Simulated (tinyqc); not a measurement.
# MOSFET in the linear regime without short-channel effects, parameter extraction from computed curves, step by step

Computed by the program tinyqc: `OMP_NUM_THREADS=1 python tinyqc.py 2210152 2210153 out.jsonl`, one thread of a shared Intel Xeon 2.30GHz, about 0.01 s for the whole run. Printed values are rounded.

Inversion charge Q = Cox n Vt W0(exp((Vg - VT)/(n Vt))), W0 the Lambert function and n = nf; u = Q/Cox; mobility mu = mu0/(1 + th1 u + th2 u^2); channel resistance Rch = (L - dL)/(W mu Q); Id = Vd/(Rch + Rsd/W). Cox = eps0 eox/tox. Small Vd, no channel-length or drain effects.

Parameters, values chosen for the exercise; channel values of the order met in silicon transistors: temperature T = 200 K; relative permittivity of the gate insulator (close to silicon nitride) eox = 7.35; insulator thickness tox = 2.3 nm; low-field mobility mu0 = 140 cm^2/(V s); first mobility attenuation factor th1 = 0.23 1/V; second mobility attenuation factor th2 = 0 1/V^2; threshold voltage VT = 0.39 V; body factor nf = 1.13; gate width W = 1 um; drawn gate length L = 0.38 um; drawn less effective length dL = 0.005 um; source plus drain resistance Rsd = 380 ohm um; drain voltage Vd = 0.02 V.

Constants: q = 1.602176634e-19 C, kB = 1.380649e-23 J/K, Vt = kB T/q, eps0 = 8.8541878128e-14 F/cm where lengths are in cm. Results are converted to the units shown.

## Transfer curve

```
point,Vg (V)
0,0.19
1,0.29
2,0.39
3,0.49
4,0.59
5,0.69
6,0.79
7,0.89
8,0.99
9,1.09
10,1.19
11,1.29
```

u, mu, Rch and Id as defined.

```
point,u (V),mu (cm^2/(V s)),Rch (ohm),Id (uA)
0,6.75283e-7,140.000,1.40188e9,1.42666e-5
1,1.14011e-4,139.996,8.30344e6,0.00240853
2,0.0110452,139.645,85925.6,0.231735
3,0.0740017,137.657,13010.2,1.49363
4,0.159095,135.058,6168.02,3.05436
5,0.250272,132.380,4000.27,4.56593
6,0.344073,129.733,2969.07,5.97180
7,0.439314,127.152,2372.60,7.26587
8,0.535460,124.649,1985.68,8.45424
9,0.632224,122.227,1715.08,9.54616
10,0.729439,119.887,1515.53,10.5512
11,0.826994,117.626,1362.43,11.4782
```

## Threshold and mobility at the peak transconductance

gm_i = (Id_(i+1) - Id_(i-1))/(Vg_(i+1) - Vg_(i-1)); at the point j of largest gm the tangent meets the axis at V_ext = Vg_j - Id_j/gm_j; field-effect mobility gm_j L/(W Cox Vd) with the drawn L.

```
point,gm (uS)
1,1.15860
2,7.45612
3,14.1131
4,15.3615
5,14.5872
6,13.4997
7,12.4122
8,11.4015
9,10.4845
10,9.66018
```

j = 4
V_ext = 0.391168 V
field-effect mobility = 103.152 cm^2/(V s)

V_ext is 1.2 mV above the model VT, and the mobility so found is 27 % below mu0 L/(L - dL) = 142 cm^2/(V s), the value for the drawn L; attenuation, series resistance and the slow approach of Q to a straight line all lower the peak gm.

## The Y function

Y_i = Id_i/sqrt(gm_i). For Id = beta Vd x/(1 + th x), x = Vg - VT, Y = sqrt(beta Vd) x whatever th. Slope s from points 7 and 10; VT_Y = Vg - Y/s at point 10; beta = s^2/Vd; mobility beta L/(W Cox) with the drawn L; th* = (beta Vd x/Id - 1)/x at point 10.

```
point,Y (uA^0.5 V^0.5)
1,0.00223761
2,0.0848661
3,0.397587
4,0.779297
5,1.19548
6,1.62534
7,2.06235
8,2.50377
9,2.94818
10,3.39475
```

s = 4.44132 uA^0.5 V^-0.5
VT_Y = 0.425644 V
beta = 986.266 uA/V^2
mobility from Y = 132.455 cm^2/(V s)
th* = 0.561202 1/V

The mobility from Y is 6.6 % below mu0 L/(L - dL) = 142 cm^2/(V s), which it should reach in deep inversion when th2 = 0. th* compares with th1 + mu0 Cox Rsd/(L - dL) = 0.631 1/V, since series resistance enters like th1.
